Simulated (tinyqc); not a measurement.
Floating body of a partially depleted SOI transistor: body voltage and kink: output curve and kink.

Source at 0 V. Channel current Ic = 2 nf K Vt^2 [F(0) - F(Vd)](1 + la Vd), F(V) = ln^2(1 + exp((Vg - VT - nf V)/(2 nf Vt))), VT = VT0 - gb Vb. Saturation voltage Vs = 2 Vt sqrt(F(0)) + 3 Vt, excess Ve = (Vd - Vs + sqrt((Vd - Vs)^2 + 0.0004 V^2))/2, multiplication M1 = Ai Ve exp(-Bl/Ve). Each junction passes D(v) = J1 (exp(v/Vt) - 1) + J2 (exp(v/(2 Vt)) - 1). Bipolar current Ib = bb J1 (exp(Vb/Vt) - 1). The body settles where M1 (Ic + Ib) = D(Vb) + D(Vb - Vd) + Vb/Rb; drain current Id = (1 + M1)(Ic + Ib) - D(Vb - Vd).

Rows with more than one solution for Vb (latch) are left out; dId/dVd by a forward difference over 1e-4 V, swing = 1e-4 V over the change of log10 Id; M1 under 1e-12 is printed as 0.

Inputs (values chosen for the exercise); values of the order met in partially depleted silicon-on-insulator transistors: temperature T = 358 K; threshold at zero body voltage VT0 = 0.31 V; fall of the threshold per volt of body voltage gb = 0.32; slope factor nf = 1.23; gain factor per width K = 200 uA/(V^2 um); channel-length modulation factor la = 0.05 1/V; impact-ionisation prefactor Ai = 1.38 1/V; impact-ionisation voltage Bl = 4.9 V; diffusion saturation current of each junction J1 = 2.1e-10 uA/um; recombination saturation current of each junction J2 = 3.4e-8 uA/um; gain of the lateral bipolar transistor on the diffusion current bb = 0.5; resistance of a weak body tie to the source (1e9 stands for no tie, and the term is then dropped) Rb = 1e9 kohm um; gate voltage Vg = 0.44 V.

Constants: q = 1.602176634e-19 C, kB = 1.380649e-23 J/K, Vt = kB T/q. Results are converted to the units shown.

Result of one run:
```
Vb (V)	M1	Id, floating (uA/um)	Id, grounded (uA/um)	ratio	dId/dVd, floating (uS/um)	dId/dVd, grounded (uS/um)
0.4178	3.167e-5	5.983	1.719	3.480	9.702	0.08823
```

Which drain voltage Vd gave this result: 0.8, 1, 1.4, 1.8 or 2 V?

Vd = 0.8 V.

The whole series:
```
Vd (V)	Vb (V)	M1	Id, floating (uA/um)	Id, grounded (uA/um)	ratio	dId/dVd, floating (uS/um)	dId/dVd, grounded (uS/um)
0.8	0.4178	3.167e-5	5.983	1.719	3.480	9.702	0.08823
1	0.5191	5.836e-4	7.568	1.739	4.351	6.540	0.1181
1.2	0.5807	0.003674	8.708	1.769	4.922	5.072	0.1861
1.4	0.6225	0.01284	9.667	1.816	5.323	4.668	0.2892
1.6	0.6529	0.03176	10.63	1.886	5.634	5.046	0.4166
1.8	0.6762	0.06319	11.73	1.984	5.911	6.032	0.5577
2	0.6951	0.1087	13.07	2.110	6.197	7.536	0.7040
2.2	0.7108	0.1688	14.77	2.265	6.522	9.551	0.8503
```

Vb rises from 0.418 to 0.711 V and the ratio of the currents rises from 3.48 to 6.52. The output conductance with a floating body exceeds the grounded value by the largest factor among the rows, 110, at Vd = 0.8 V, where Vb = 0.418 V and M1 = 3.17e-5.

Range of the model: The multiplication law is an empirical form chosen for the exercise; self-heating and capacitive coupling to the body are left out, and the linear laws are rough once Vb passes about 0.7 V or M1 about 0.1.

tinyqc, about 0.2 s, one thread, Intel Xeon 2.30GHz (shared host): `OMP_NUM_THREADS=1 python tinyqc.py 2182009 2182010 out.jsonl`
